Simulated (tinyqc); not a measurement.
Probe couplings from its potential.

Inverse problem. One voltage probe p sits between leads L (mu = 1) and R (mu = 0) without magnetic field: mu_p = T_pL/(T_pL + T_pR), T_eff = T_RL + T_pL T_pR/(T_pL + T_pR). Find T_pL and T_pR.

T_RL = 0.11
mu_p = 0.69444444
T_eff = 0.18638889

Answer. T_eff - T_RL equals T_pL (1 - mu_p) and also T_pR mu_p.

T_pL = 0.250
T_pR = 0.110

Program tinyqc, `OMP_NUM_THREADS=1 python tinyqc.py 2700008 2700009 out.jsonl`; Intel Xeon 2.30GHz, shared host, one thread, about 0.01 s.
